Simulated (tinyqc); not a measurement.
Bulk transistor, scale length and short-channel effects: effect of the relative permittivity of the insulator.

A gate, an insulator of thickness ti and a depleted layer of depth ts on a conducting body. Below threshold the potential that source and drain add obeys Laplace's equation and vanishes on the gate and at the bottom of the depleted layer. Its lowest mode decays along the channel as exp(-k y); k is the smallest positive root of the matching condition at the interface, and the scale length is Lambda = pi/k.

k is the smallest positive root of f(k) = eps_r sin(k ti) cos(k ts) + ei cos(k ti) sin(k ts). Along the channel psi(y) = s + a exp(y/l) + b exp(-y/l) with psi(0) = Vbi, psi(L) = Vbi + Vds and l = 1/k = Lambda/pi; with A = Vbi - s, B = A + Vds, x = exp(-L/l): a = (B - A x) x/(1 - x^2), b = (A - B x)/(1 - x^2). The minimum is s + 2 sqrt(a b), at y = (l/2) ln(b/a). The long-channel potential follows the gate as s = sT + (Vg - VTL)/m, and the threshold VT is the gate voltage at which the minimum equals sT. Swing = m Vt ln 10/g at threshold, g = d(minimum)/ds = 1 - (b x + a)/((1 + x) sqrt(a b)). DIBL = [VT(0.05 V) - VT(Vds)]/(Vds - 0.05 V). sT and Vbi are held fixed; m = 1 + eps_r ti/(ei ts) in each row.

Inputs (values chosen for the exercise); permittivities: semiconductor close to that of In0.53Ga0.47As, insulator close to that of hafnium oxide: temperature T = 293 K; relative permittivity of the semiconductor eps_r = 13.8; insulator thickness ti = 4.2 nm; depletion depth ts = 20 nm; channel length L = 42 nm; potential of the source Vbi = 0.91 V; potential of the barrier top at threshold sT = 0.45 V; drain voltage Vds = 0.5 V.

Constants: q = 1.602176634e-19 C, kB = 1.380649e-23 J/K, Vt = kB T/q. Results are converted to the units shown.

Effect of the relative permittivity of the insulator:

| ei | Lambda (nm) | L/Lambda | VT - VTL at Vds (mV) | DIBL (mV/V) | swing (mV/decade) |
|---|---|---|---|---|---|
| 3.9 | 29.802 | 1.4093 | -323.02 | 200.79 | 130.83 |
| 5.7 | 27.921 | 1.5043 | -232.49 | 144.01 | 108.98 |
| 8.5 | 26.081 | 1.6104 | -169.27 | 104.48 | 93.497 |
| 12 | 24.697 | 1.7006 | -132.79 | 81.741 | 84.393 |
| 18 | 23.363 | 1.7977 | -104.30 | 64.034 | 77.111 |
| 27 | 22.348 | 1.8794 | -86.119 | 52.765 | 72.327 |
| 40 | 21.629 | 1.9418 | -74.804 | 45.768 | 69.262 |

What does the table show?

As ei goes from 3.9 to 40, Lambda falls from 29.8 to 21.6 nm, DIBL falls from 201 to 45.8 mV/V and the swing falls from 131 to 69.3 mV a decade. On average Lambda goes as ei^(-0.14). At ei = 3.9 L is under 1.5 Lambda, where higher modes, left out of the one-mode potential, count.

Numbers from tinyqc (`OMP_NUM_THREADS=1 python tinyqc.py 2420032 2420033 out.jsonl`; about 0.01 s on one thread of a shared Intel Xeon 2.30GHz).
